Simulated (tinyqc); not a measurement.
Sheet resistance and Hall data of a diffused or implanted layer: one step, computed by the program tinyqc.

Carriers are taken equal to the net active doping down to the junction (full ionisation, which deep dopants in wide-gap hosts do not reach; no spill-over, no depletion), and the Hall factor is 1.

Problem. Profile. N(x) = N_0 erfc(x/l), dose N_0 l/sqrt(pi), junction x_j = l erfc^-1(N_B/N_0). Mobility mu = mu_min + (mu_max - mu_min)/(1 + (N_t/N_ref)^alpha), N_t = active doping + N_B; carriers n = active doping - N_B, all dopants active. sigma = e n mu.

Inputs (values chosen for the exercise, modelled on donors in germanium): mu_min = 289 cm^2/(V s); mu_max = 3970 cm^2/(V s); N_ref = 1.3e+17 1/cm^3; exponent alpha = 0.54; peak concentration N_0 = 1.4e+19 1/cm^3; length scale l = 13 nm; background doping N_B (opposite type) = 1.5e+14 1/cm^3.

Profile: complementary error function. Activation: complete.

Constants: e = 1.602176634e-19 C.

Give: Depth, doping, carriers, mobility and conductivity at 2, 10, 20, 35, 50, 65, 80, 90 and 98 % of the layer.

Solution.

Depth, doping, carriers, mobility and conductivity at 2, 10, 20, 35, 50, 65, 80, 90 and 98 % of the layer:
```
x (nm)  N (1/cm^3)  n (1/cm^3)  mu (cm^2/(V s))  sigma (S/cm)
0.81     1.302e+19   1.302e+19              571     1.192e+03
4.05     9.237e+18   9.237e+18              624     9.231e+02
8.09     5.301e+18   5.300e+18              727     6.173e+02
14.16    1.727e+18   1.727e+18             1019     2.820e+02
20.23    3.882e+17   3.880e+17             1601     9.953e+01
26.30    5.904e+16   5.889e+16             2515     2.373e+01
32.37    6.001e+15   5.851e+15             3376     3.165e+00
36.42    1.041e+15   8.905e+14             3699     5.278e-01
39.66    2.243e+14   7.427e+13             3820     4.545e-02
```

The mobility varies by a factor 6.7 across these points and the conductivity by 26200.
